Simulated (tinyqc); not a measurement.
From results back to parameters: four-band model of biased bilayer graphene near K. Three cases, with inputs chosen for the exercise.

Problem. With g1 the hopping between the dimer sites, v0 the velocity of one layer (hbar v) and no skew hoppings, the direct gap at K is U and the smallest gap is U g1/sqrt(U^2 + g1^2), on a ring of radius (U/2 v0) sqrt((2 g1^2 + U^2)/(g1^2 + U^2)). The values below come from hidden g1 and v0.

Find: g1; v0.

Method. 1/gap^2 = 1/U^2 + 1/g1^2 gives g1; the radius then gives v0.

Case 1.

Values chosen (out of a larger set: near those used for Bernal bilayer graphene; not measured data): U = 0.35 eV (potential difference of the layers).

smallest gap = 0.2401045 eV
radius = 0.0326604 1/angstrom

Solution.

g1 = 0.330 eV
v0 = 6.498 eV angstrom

Case 2.

Values chosen (out of a larger set: near those used for Bernal bilayer graphene; not measured data): U = 0.04 eV (potential difference of the layers).

smallest gap = 0.0398172 eV
radius = 0.0048520 1/angstrom

Solution.

g1 = 0.417 eV
v0 = 5.816 eV angstrom

Case 3.

Values chosen (out of a larger set: near those used for Bernal bilayer graphene; not measured data): U = 0.13 eV (potential difference of the layers).

smallest gap = 0.1210991 eV
radius = 0.0141827 1/angstrom

Solution.

g1 = 0.333 eV
v0 = 6.263 eV angstrom

Computed by tinyqc, one run a case: `OMP_NUM_THREADS=1 python tinyqc.py N N+1 out.jsonl` with N = 1452523, 1452563, 1452567; one thread of a shared Intel(R) Xeon(R) Processor @ 2.30GHz, about 0.06 s a run at most.
